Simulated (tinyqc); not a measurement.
From 2p binding energy back to effective mass m: effective-mass impurity with a central-cell term, in a basis of Slater functions. Computed by tinyqc, a small Python program. Command: `OMP_NUM_THREADS=1 python tinyqc.py 3011901 3011902 out.jsonl centralcell inv`. One thread of a shared host (Intel(R) Xeon(R) Processor @ 2.30GHz), about 0.04 s of CPU time with the checks.

The envelope obeys H = -nabla^2 - (2/r) [Z + A exp(-kappa r)] in effective units, with kappa = a*/lambda; positive A deepens the well near the core.

Inputs (values chosen for the exercise, with mass and screening modelled on silicon):
```
quantity                   value      unit
dielectric constant eps     11.3         -
charge Z of the core           2         -
central-cell strength A      1.1         -
central-cell range lambda    2.2  angstrom
```

Impurity: donor, one isotropic band.

Constants: Ry = 13.605693123 eV; a_0 = 0.529177210903 angstrom.

Method:
- Units: Ry* = Ry m/eps^2 and a* = a_0 eps/m, with m in m_0.
- kappa = a*/lambda; the hydrogenic ground state is bound by Z^2 Ry*.
- For s functions exp(-zeta r), with s = zeta_i + zeta_j: S = 2/s^3, T = zeta_i zeta_j S, V = -2 Z/s^2, W = -2 A/(s + kappa)^2; each function is normalised by dividing by sqrt(S_ii S_jj).
- Large basis: zeta_i = 0.06 x 1.6^(i-1), i = 1..22, same formulas; for p functions r exp(-zeta r): S = 24/s^5, T = zeta_i zeta_j S (centrifugal term included), V = -12 Z/s^4, W = -12 A/(s + kappa)^4; overlap eigenvalues below 1e-11 are dropped.
- Binding energies are -E Ry*; the effective quantum number is nu = Z/sqrt(-E); |psi(0)|^2 is given relative to the hydrogenic Z^3/(pi a*^3).

Problem. A run gave the result below. Find the effective mass m, known to lie between 0.31 and 0.65 m_0.

2p binding energy = 38.81889 meV

Solution.

Each step takes the trial c = (a f_b - b f_a)/(f_b - f_a), f being the result less the target and a, b, c the logarithms of the listed values; c replaces end b, the old b replaces a if the sign of f changed, and otherwise f_a is halved.

Scan of the range:
```
effective mass m (m_0)  2p binding energy (meV)
0.310                                   33.0755
0.351                                   37.4750
0.397                                   42.4272
0.449                                   48.0508
0.508                                   54.4723
0.575                                   61.8284
0.650                                   70.1600
```

False position (Illinois rule, in the logarithm of the input) inside the bracket:
```
step     end a     end b     trial  2p binding energy (meV)
1     0.351000  0.397000  0.362928                  38.7574
2     0.397000  0.362928  0.363474                  38.8161
3     0.397000  0.363474  0.363523                  38.8214
4     0.363474  0.363523  0.363500                  38.8189
5     0.363523  0.363500  0.363500                  38.8189
```

2p binding energy rises at every point of a 13-point scan of the range (every second point is shown), so one value fits; it is bracketed by 0.351 and 0.397. Answer: effective mass m = 0.3635 m_0.
